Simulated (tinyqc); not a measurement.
# Area and perimeter leakage from two diodes

Inverse problem. A square diode and a finger diode leak I = JA area + JP perimeter. Find JA, JP and the side of the square at which both parts are equal.

areas (um^2): [10000, 43000]
perimeters (um): [400, 17630]
leakage currents (pA): [3.02, 129.12900]

Solution. Two linear equations give JA and JP; for a square of side a, JA a^2 = 4 JP a at a = 4 JP/JA.

JA = 1.00e-9 A/cm^2
JP = 7.30e-11 A/cm
side for equal parts = 2.92e3 um

Computed by the program tinyqc: `OMP_NUM_THREADS=1 python tinyqc.py 2290140 2290141 out.jsonl`, one thread of a shared Intel Xeon 2.30GHz, about 0.01 s for the whole run.
